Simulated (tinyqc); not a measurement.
Plane-wave Kohn-Sham cycle with exchange-only LDA in a layered model solid, step by step. One step of it, computed by the program tinyqc.

Problem. Iteration 2: levels at that k. Diagonalise the Hermitian matrix.

H (hartree):
```
           -3         -2         -1         +0         +1         +2         +3
-3   5.567390  -0.116863  -0.150876  -0.000487  -0.000024   0.000015   0.000004
-2  -0.116863   2.304711  -0.116863  -0.150876  -0.000487  -0.000024   0.000015
-1  -0.150876  -0.116863   0.347103  -0.116863  -0.150876  -0.000487  -0.000024
+0  -0.000487  -0.150876  -0.116863  -0.305432  -0.116863  -0.150876  -0.000487
+1  -0.000024  -0.000487  -0.150876  -0.116863   0.347103  -0.116863  -0.150876
+2   0.000015  -0.000024  -0.000487  -0.150876  -0.116863   2.304711  -0.116863
+3   0.000004   0.000015  -0.000024  -0.000487  -0.150876  -0.116863   5.567390
```

Give: eigenvalues.

Solution.

eigenvalues (hartree): -0.3767  0.2405  0.4856  2.3087  2.3234  5.5756  5.5758
